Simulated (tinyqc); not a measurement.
A run and its error bars: classical Heisenberg spin chain: exact results, Metropolis, heat-bath and over-relaxation steps, and a Monte Carlo run. Computed by tinyqc, a small Python program. Command: `OMP_NUM_THREADS=1 python tinyqc.py 3130197 3130198 out.jsonl heismc walk`. One thread of a shared host (Intel(R) Xeon(R) Processor @ 2.30GHz), about 0.2 s of CPU time with the checks.

E = -J sum_i s_i . s_(i+1) for unit vectors s_i on an open chain; K = J/(k_B T).

Inputs (values chosen for the exercise, for a model chain of large moments): coupling J = 2.5 meV; temperature T = 12.7 K; moment mu = 3.5 mu_B; length N of the open chain = 16; seed = 982474.

Update: heat bath.

Constants: k_B = 8.617333262e-05 eV/K; mu_B = 5.7883818060e-05 eV/T.

Method:
- Each bond angle is independent, so u = <s_i . s_(i+1)> = coth K - 1/K, <s_i . s_(i+n)> = u^n, correlation length xi = -1/ln|u|, energy per bond -J u, heat capacity per bond c/k_B = 1 - K^2/sinh^2 K, and for the long chain chi = mu^2 (1 + u)/(3 k_B T (1 - u)) per spin.
- For N spins, <|sum s|^2>/N = (1 + u)/(1 - u) - 2 u (1 - u^N)/(N (1 - u)^2); the long chain has (1 + u)/(1 - u), chi over the Curie value, and the difference is relative to it.
- From the ordered state (alternating for J < 0), with each spin drawn from exp(h . s), h = K x sum of neighbours, 200 sweeps are discarded and 1600 recorded (even and odd sites in turn; random numbers not printed, so these rows are one sample). Errors are the scatter of block means over sqrt(number of blocks).

K = 2.28435

u = 0.583200

<|sum s|^2>/N = 3.37890

Blocking:
```
block length  mean bond product      error  <|sum s|^2>/N     error
1                       0.58097  0.0025011         3.3289  0.053724
4                       0.58097  0.0027731         3.3289  0.078893
16                      0.58097  0.0026906         3.3289  0.086245
40                      0.58097  0.0023761         3.3289  0.077665
80                      0.58097  0.0023525         3.3289  0.075446
```

With blocks of 40 the bond product is 0.9 error bars from the exact u = 0.5832, and <|sum s|^2>/N is 0.6 from the exact 3.379. Blocking to 40 changes the two errors by factors 1.0 and 1.4.
